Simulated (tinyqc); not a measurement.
Leaving out one process at a time: Debye-Callaway model of lattice thermal conductivity. Computed by tinyqc, a small Python program. Command: `OMP_NUM_THREADS=1 python tinyqc.py 3014331 3014332 out.jsonl callaway walk`. One thread of a shared host (Intel(R) Xeon(R) Processor @ 2.30GHz), about 0.01 s of CPU time with the checks.

Three acoustic branches with one velocity v, cut at omega_D = k_B Theta/hbar; x = hbar omega/(k_B T). v and Theta are separate inputs: Theta cuts off the heat-carrying modes, so C need not reach 3 k_B/V. gamma is an effective value that sets the umklapp rate. Heat flows along the film.

Inputs (values chosen for the exercise, for a model crystal):
```
quantity                              value        unit
sound velocity v                       2120         m/s
Debye temperature Theta                 203           K
volume per atom V                       8.8  angstrom^3
mean atomic mass M                      125           u
effective Grueneisen parameter gamma   1.08           -
umklapp exponent divisor b                3           -
alloy fraction f                       0.41           -
mass difference Delta M                  32           u
film thickness t                        2.9  micrometre
specularity p                           0.8           -
temperature T                           600           K
```

Sample: film. Point defects: alloy. Normal processes: left out.

Constants: k_B = 1.380649e-23 J/K; hbar = 1.054571817e-34 J s; u = 1.6605390666e-27 kg.

Method:
- For a random alloy on all sites Gamma = f (1 - f) (Delta M/M)^2, with M the mean mass; strain-field scattering is left out. A = V Gamma/(4 pi v^3).
- Rates: point defects A omega^4; umklapp B omega^2 T exp(-Theta/(b T)) with B = hbar gamma^2/(M v^2 Theta). Film: the bulk time tau of each mode, from the resistive rates above, is multiplied by the Fuchs-Sondheimer factor F = (3/2) int_0^1 (1 - u^2) [1 - (1 - p) (u/d) (1 - E)/(1 - p E)] du, with E = exp(-d/u), d = t/(v tau), by 48 Gauss-Legendre points in z with u = z^4; the boundary rate is defined as 1/(F tau) - 1/tau.
- kappa_1 = c int tau_C g dx, g = x^4 e^x/(e^x - 1)^2, c = (k_B/(2 pi^2 v)) (k_B T/hbar)^3, over 0 < x < min(Theta/T, 40), by 96 Gauss-Legendre points in s with x = x_max s^2; tau_C = tau_R, the inverse of the summed rates, and kappa = kappa_1.

Rayleigh coefficient A = 1.16515e-42 s^3

Conductivity at T:
```
case                   kappa (W/(m K))  ratio to all
all processes                   15.698             1
without point defects           24.541        1.5633
without boundaries              16.249        1.0351
```

What does the comparison show, and why?

Removing point defects raises kappa most, by a factor 1.56; removing boundaries gives only 1.04.
